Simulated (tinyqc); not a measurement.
Decay of LO phonons and the hot-phonon bottleneck in the cooling of electrons: one step, computed by the program tinyqc.

n(E, T) = 1/(exp(E/(k_B T)) - 1) is the Bose occupation. Electrons have a temperature T_e; the LO modes within their reach share one occupation N; the decay products stay at the lattice temperature.

Task: Lifetime and Raman width. Decay rate 1/tau = (1/tau_0) [1 + n(f hbar omega) + n((1 - f) hbar omega)]. Full width Gamma = 1/(2 pi c tau) in 1/cm, c in cm/s.

Inputs (values chosen for the exercise, modelled on aluminium nitride):

| quantity | value | unit |
|---|---|---|
| LO energy hbar omega | 109 | meV |
| lifetime at T = 0, tau_0 | 1.3 | ps |
| share f of the energy in the softer product | 0.3 | - |
| lattice temperature T | 500 | K |

Decay channel: two unequal phonons (Ridley).

Constants: k_B = 8.617333262e-05 eV/K; c = 299792458 m/s.

Give: thermal factor tau_0/tau; phonon lifetime tau; Raman width Gamma; equilibrium LO occupation N_0.

Result:

thermal factor tau_0/tau = 2.0854

phonon lifetime tau = 0.62339 ps

Raman width Gamma = 8.5161 1/cm

equilibrium LO occupation N_0 = 0.086574

Stimulated decay shortens the lifetime by 52 %.
